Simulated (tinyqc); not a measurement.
MOS capacitor with interface traps: C-V stretch-out, conductance peak and subthreshold swing: one step, computed by the program tinyqc. Command: `OMP_NUM_THREADS=1 python tinyqc.py 3026549 3026550 out.jsonl mostraps walk`. One thread of a shared host (Intel(R) Xeon(R) Processor @ 2.30GHz), about 0.01 s of CPU time with the checks.

Energies at the interface are counted from the valence band. psi > 0 means bending towards depletion, so the surface potential is -psi. Boltzmann statistics, full ionisation, no quantum confinement. Traps are neutral when filled up to E_n, with a sharp (zero-temperature) occupation.

Question. Charges at the given band bending. With u = psi/k_B T and r = (n_i/N)^2: F = sqrt(exp(-u) + u - 1 + r (exp(u) - u - 1)); Q_s = +sign(u) sqrt(2) eps_s eps_0 (k_B T/e) F/L_D; C_s = (eps_s eps_0/(sqrt(2) L_D)) |1 - exp(-u) + r (exp(u) - 1)|/F; at high frequency, below strong inversion, the terms in r are dropped. D(E) = D_0 + D_1 [exp(-E/w) + exp(-(E_g - E)/w)]. E_F at the interface is E_s = E_F - psi; Q_it = -e int from E_n to E_s of D(E) dE; C_it = e D(E_s) (per volt); V_G = phi_ms - psi - (Q_s + Q_it + e N_f)/C_ox.

Inputs (values chosen for the exercise, modelled on beta-Ga2O3, with an insulator like HfO2):
```
quantity                               value         unit
gap E_g                                 4.74           eV
dielectric constant eps_s                 10            -
doping N                             5.2e+15        cm^-3
work-function difference phi_ms         0.55            V
fixed charge N_f                    -3.9e+11        cm^-2
trap density D_0                     3.2e+11  cm^-2 eV^-1
neutrality level E_n                    1.78           eV
band bending towards depletion psi      0.26            V
temperature T                            200            K
edge density D_1                     1.1e+13  cm^-2 eV^-1
tail width w                            0.11           eV
```

Substrate: n-type. Trap spectrum: U-shaped.

k_B T = 0.01723467 eV

n_i = 2.260778e-41 cm^-3

Debye length L_D = 42.79755 nm

bulk E_F = 4.636663 eV

C_ox = 3.410502 microF/cm^2

Constants: eps_0 = 8.8541878128e-12 F/m; e = 1.602176634e-19 C.

Give: E_s; Q_s; C_s; C_s at high frequency; D(E_s); Q_it; C_it; gate voltage V_G.

Answer.

E_s = 4.377 eV

Q_s = 0.01893 microC/cm^2

C_s = 0.03898 microF/cm^2

C_s at high frequency = 0.03898 microF/cm^2

D(E_s) = 7.245e+11 cm^-2 eV^-1

Q_it = -0.1403 microC/cm^2

C_it = 0.1161 microF/cm^2

gate voltage V_G = 0.3439 V

The traps hold negative charge because E_s lies above E_n. Caution: traps deeper than about 24 k_B T and minority carriers reach equilibrium slowly or not at all, so the charges here are limits for very slow sweeps.
